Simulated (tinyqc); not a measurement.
What moves the results: carrier statistics of a doped semiconductor with parabolic bands. A value that a table varies takes the place of the one given here.

Eg(T) = Eg0 - al T^2/(T + be); m_de = Mv^(2/3) (ml mt^2)^(1/3); m_dh = (mhh^(3/2) + mlh^(3/2))^(2/3); Nc and Nv from N = 2 (m kB T/(4 pi c))^(3/2) with c = hbar^2/2m0, in 1/angstrom^3; times 1e24 for 1/cm^3.

Energies are counted from Ev, so Ec = Eg. n = Nc F_1/2((EF - Eg)/kT), p = Nv F_1/2(-EF/kT), ND+ = ND/(1 + 2 exp((EF - Eg + ED)/kT)), NA- = NA/(1 + 4 exp((EA - EF)/kT)); neutrality asks p + ND+ = n + NA-. F_j(eta) = (1/Gamma(j + 1)) integral_0^infinity x^j dx/(1 + exp(x - eta)), which tends to exp(eta) for eta << 0.

Constants: hbar^2/2m0 = 3.80998211 eV angstrom^2; kB = 8.617333262e-05 eV/K.

Inputs chosen for the exercise (near those of GaSb; not measured data):

| symbol | value | unit | meaning |
|---|---|---|---|
| Eg0 | 0.8141 | eV | gap at 0 K |
| al | 0.000421 | eV/K | Varshni alpha |
| be | 139 | K | Varshni beta |
| ml | 0.0389 | m0 | longitudinal electron mass |
| mt | 0.0389 | m0 | transverse electron mass |
| Mv | 1 |  | equivalent valleys |
| mhh | 0.397 | m0 | heavy-hole mass |
| mlh | 0.0497 | m0 | light-hole mass |
| ND | 1.5e+15 | 1/cm^3 | donors |
| NA | 2e+17 | 1/cm^3 | acceptors |
| ED | 0.003 | eV | donor level below Ec |
| EA | 0.013 | eV | acceptor level above Ev |
| T | 500 | K |  |

## Temperature

Neutrality solved at each temperature; ni = sqrt(Nc Nv) exp(-Eg/2kT).

Carriers (1/cm^3):

| T (K) | EF (eV) | n | p | majority / \|ND - NA\| | ni | Eg (eV) |
|---|---|---|---|---|---|---|
| 10 | 0.0100 | <1e-99 | 3.70e+11 | 1.87e-06 | <1e-99 | 0.8138 |
| 20 | 0.0079 | <1e-99 | 1.12e+15 | 0.00565 | 7.04e-87 | 0.8130 |
| 40 | 0.0100 | 1.35e-85 | 1.73e+16 | 0.0873 | 4.89e-35 | 0.8103 |
| 77 | 0.0172 | 9.89e-36 | 6.24e+16 | 0.314 | 7.96e-10 | 0.8025 |
| 120 | 0.0284 | 4.72e-16 | 1.04e+17 | 0.523 | 7.08 | 0.7907 |
| 200 | 0.0548 | 0.138 | 1.46e+17 | 0.737 | 1.43e+08 | 0.7644 |
| 300 | 0.0943 | 4.39e+06 | 1.69e+17 | 0.852 | 8.66e+11 | 0.7278 |
| 400 | 0.1387 | 3.44e+10 | 1.80e+17 | 0.905 | 7.88e+13 | 0.6891 |
| 500 | 0.1865 | 8.94e+12 | 1.85e+17 | 0.933 | 1.29e+15 | 0.6494 |
| 600 | 0.2369 | 4.08e+14 | 1.89e+17 | 0.952 | 8.80e+15 | 0.6090 |

What does this show, and why?

Ionisation is incomplete: the majority density is below 90 % of the net doping at 10, 20, 40, 77, 120, 200 and 300 K, down to a share of 1.9e-06. It is within 10 % of the net doping at 400, 500 and 600 K. The majority density never exceeds the net doping by 10 %; ni is 8.80e+15 1/cm^3 at 600 K against a net doping of 1.98e+17. EF goes from 0.010 eV to 0.237 eV, where midgap is 0.305 eV and the intrinsic level (Boltzmann) 0.396 eV.

## Doping level

Only acceptors are present (ND = 0); eta is the distance of EF beyond the valence edge in units of kT.

Neutral state:

| NA (1/cm^3) | EF (eV) | majority (1/cm^3) | ionised share | eta |
|---|---|---|---|---|
| 1.0e+14 | 0.3990 | 1.34e+15 | 0.999 | -9.26 |
| 1.0e+15 | 0.3844 | 1.88e+15 | 0.999 | -8.92 |
| 1.0e+16 | 0.3119 | 1.01e+16 | 0.996 | -7.24 |
| 1.0e+17 | 0.2147 | 9.64e+16 | 0.964 | -4.98 |
| 1.0e+18 | 0.1245 | 7.69e+17 | 0.769 | -2.89 |
| 3.0e+18 | 0.0878 | 1.76e+18 | 0.586 | -2.04 |
| 1.0e+19 | 0.0521 | 3.83e+18 | 0.383 | -1.21 |
| 3.0e+19 | 0.0221 | 7.08e+18 | 0.236 | -0.51 |

What does this show?

The impurity level lies at 0.0130 eV. The ionised share falls from 0.999 to 0.236 as EF approaches it; it is below one half from 1e+19 1/cm^3 on. Over the last two rows the doping grows threefold and the majority density by a factor 1.85. EF comes within 3 kT of the majority band edge from 1e+18 1/cm^3 on. Above roughly 9e+17 1/cm^3 (N^(1/3) a = 0.26, with the radius a = sqrt(c/(m E)) from the ionisation energy E and the mass mhh) the levels merge with the band and real ionisation is complete; sharp levels then overstate freeze-out.

## What each input does

Neutrality solved anew for each case. Each row changes one parameter from the base and keeps the others.

Results:

| case | EF (eV) | n (1/cm^3) | p (1/cm^3) |
|---|---|---|---|
| base | 0.1865 | 8.94e+12 | 1.85e+17 |
| T = 480 K | 0.1767 | 3.49e+12 | 1.84e+17 |
| ND = 7.5e+14 1/cm^3 | 0.1863 | 8.91e+12 | 1.86e+17 |
| NA = 2.6e+17 1/cm^3 | 0.1758 | 6.99e+12 | 2.37e+17 |
| Eg0 = 0.8641 eV | 0.1865 | 2.80e+12 | 1.85e+17 |
| mt = 0.0467 m0 | 0.1865 | 1.07e+13 | 1.85e+17 |
| mhh = 0.4764 m0 | 0.1972 | 1.15e+13 | 1.88e+17 |
| EA = 0.0195 eV | 0.1869 | 9.03e+12 | 1.83e+17 |

How do the results move?

The largest shifts from the base row, up to three for each result and ties (the steps differ in size, so this ranks the rows, not the parameters). EF (eV): mhh +0.0107, NA -0.0106, T -0.0098; unchanged at the printed digits by Eg0 and mt. n (1/cm^3): Eg0 -6.14e+12, T -5.45e+12, mhh +2.53e+12. p (1/cm^3): NA +5.16e+16, mhh +2.79e+15, EA -1.86e+15; unchanged at the printed digits by Eg0 and mt.

(tinyqc, `OMP_NUM_THREADS=1 python tinyqc.py 1680136 1680137 out.jsonl`, Intel(R) Xeon(R) Processor @ 2.30GHz, 1 thread, shared host, about 0.01 s.)
